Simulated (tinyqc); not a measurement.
# Surface Green function of a dimerised chain, Sancho-Rubio decimation, step by step

Numbers from tinyqc (`OMP_NUM_THREADS=1 python tinyqc.py 2680126 2680127 out.jsonl`; about 0.01 s on one thread of a shared Intel Xeon 2.30GHz). Printed values are rounded.

A semi-infinite lead of cells 0, 1, 2, ... with H0 inside a cell and H1 = <cell i|H|cell i + 1>. Cell A, B with A at the surface; -t1 joins A and B, -t2 joins B to the next A. z = E + i eta.

Parameters, values chosen for the exercise:
- t1 = 2.3 eV (hopping inside the cell)
- t2 = 1.9 eV (hopping between cells)
- dl = 0 eV (site energy, +dl on A and -dl on B)
- E = -4.03 eV (energy)
- eta = 0.05 eV (broadening)

## The blocks

Read off from the list of hoppings.

H0 (eV):
```
      A     B
A     0  -2.3
B  -2.3     0
```

H1 (eV):
```
      A  B
A     0  0
B  -1.9  0
```

## Round 1: decimation

Start with e_s = e = H0, a = H1, b = H1^dagger. Each round: g = (z - e)^(-1); e_s <- e_s + a g b; e <- e + a g b + b g a; a <- a g a; b <- b g b (all with the old a, b). Round k joins cells 2^k apart.

g (1/eV):
```
                     A                    B
A  -0.367760-0.008970i  -0.209792-0.007722i
B  -0.209792-0.007722i  -0.367760-0.008970i
```

e_s after round 1 (eV):
```
                   A                  B
A   0.00000+0.00000i  -2.30000+0.00000i
B  -2.30000+0.00000i  -1.32761-0.03238i
```

e after round 1 (eV):
```
                   A                  B
A  -1.32761-0.03238i  -2.30000+0.00000i
B  -2.30000+0.00000i  -1.32761-0.03238i
```

a after round 1 (eV):
```
                     A                   B
A   0.000000+0.000000i  0.000000+0.000000i
B  -0.757350-0.027877i  0.000000+0.000000i
```

b after round 1 (eV):
```
                    A                    B
A  0.000000+0.000000i  -0.757350-0.027877i
B  0.000000+0.000000i   0.000000+0.000000i
```

## Round 2: decimation

As before.

g (1/eV):
```
                   A                  B
A  -1.29252-0.24581i  -1.09267-0.24252i
B  -1.09267-0.24252i  -1.29252-0.24581i
```

e_s after round 2 (eV):
```
                   A                  B
A   0.00000+0.00000i  -2.30000+0.00000i
B  -2.30000+0.00000i  -2.05759-0.22776i
```

e after round 2 (eV):
```
                   A                  B
A  -2.05759-0.22776i  -2.30000+0.00000i
B  -2.30000+0.00000i  -2.05759-0.22776i
```

a after round 2 (eV):
```
                     A                   B
A   0.000000+0.000000i  0.000000+0.000000i
B  -0.615645-0.185054i  0.000000+0.000000i
```

b after round 2 (eV):
```
                    A                    B
A  0.000000+0.000000i  -0.615645-0.185054i
B  0.000000+0.000000i   0.000000+0.000000i
```

## Round 3: decimation

As before.

g (1/eV):
```
                  A                 B
A  0.77140-0.76044i  1.00448-0.74529i
B  1.00448-0.74529i  0.77140-0.76044i
```

e_s after round 3 (eV):
```
                   A                  B
A   0.00000+0.00000i  -2.30000+0.00000i
B  -2.30000+0.00000i  -1.61836-0.31417i
```

e after round 3 (eV):
```
                   A                  B
A  -1.61836-0.31417i  -2.30000+0.00000i
B  -2.30000+0.00000i  -1.61836-0.31417i
```

a after round 3 (eV):
```
                    A                   B
A  0.000000+0.000000i  0.000000+0.000000i
B  0.516135-0.028080i  0.000000+0.000000i
```

b after round 3 (eV):
```
                    A                   B
A  0.000000+0.000000i  0.516135-0.028080i
B  0.000000+0.000000i  0.000000+0.000000i
```

## Course of the decimation

Stop when the largest entry of a and b is below 1e-12 eV, or after 60 rounds. The last column is -Im Tr (z - e_s)^(-1)/pi. At the end g_s = (z - e_s)^(-1), and the bulk Green function is (z - e)^(-1).

Course of the iteration:
```
round  largest |a|, |b| (eV)  surface density of states (1/eV)
1                      0.758                         0.0242620
2                      0.643                          0.241913
3                      0.517                          0.121721
4                      0.341                          0.220181
5                     0.0848                          0.196830
6                    5.74e-3                          0.195043
7                    2.64e-5                          0.195036
8                   5.59e-10                          0.195036
9                    < 1e-13                          0.195036
```

Converged in 9 rounds, which stand for 2^9 cells. E lies inside a band (1 open mode(s)), where only eta damps the waves, over about v/eta cells with v the group velocity in eV a cell.

## Self-energy, Dyson check and densities of states

converged surface Green function g_s (1/eV):
```
                     A                    B
A  -0.477239-0.157170i  -0.404840-0.265015i
B  -0.404840-0.265015i  -0.715111-0.455552i
```

converged bulk Green function (1/eV):
```
                     A                    B
A  -0.116012-0.824045i   0.097212-0.795471i
B   0.097212-0.795471i  -0.116012-0.824045i
```

Sigma = H1 g_s H1^dagger is what the lead adds to one more cell, and (z - H0 - Sigma)^(-1) must give g_s back. Densities of states: -Im of the diagonals over pi.

Sigma (eV):
```
                  A                  B
A  0.00000+0.00000i   0.00000+0.00000i
B  0.00000+0.00000i  -1.72283-0.56739i
```

(z - H0 - Sigma)^(-1) (1/eV):
```
                     A                    B
A  -0.477239-0.157170i  -0.404840-0.265015i
B  -0.404840-0.265015i  -0.715111-0.455552i
```

```
orbital  surface density of states (1/eV)  bulk density of states (1/eV)
A                                0.050029                       0.262302
B                                0.145007                       0.262302
```

The surface cell holds 0.195 states per eV against 0.525 for a bulk cell.
